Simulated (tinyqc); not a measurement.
# Potential step from the flux

Problem. On one interval J = (q mu Vt/hx) [nb B(d) - na B(-d)], B(d) = d/(exp(d) - 1), d = (psi_b - psi_a)/Vt. Find psi_b - psi_a, and the step at which J would vanish.

Parameters, values chosen for the exercise:
- T = 273 K (temperature)
- mu = 254 cm^2/(V s) (electron mobility)
- na = 6.5e15 cm^-3 (density at the left node)
- nb = 9.4e15 cm^-3 (density at the right node)
- hx = 8.9 nm (node spacing)

Constants: q = 1.602176634e-19 C, kB = 1.380649e-23 J/K, Vt = kB T/q. Results are converted to the units shown.

J = 29757.783 A/cm^2

Answer. B(d) falls and B(-d) rises with d, so J falls steadily with the step and one value matches. J = 0 needs nb/na = exp(d), the Boltzmann ratio.

psi_b - psi_a = -0.06800 V
step for J = 0 = 8.679e-3 V

Numbers from tinyqc (`OMP_NUM_THREADS=1 python tinyqc.py 2220144 2220145 out.jsonl`; about 0.01 s on one thread of a shared Intel Xeon 2.30GHz).
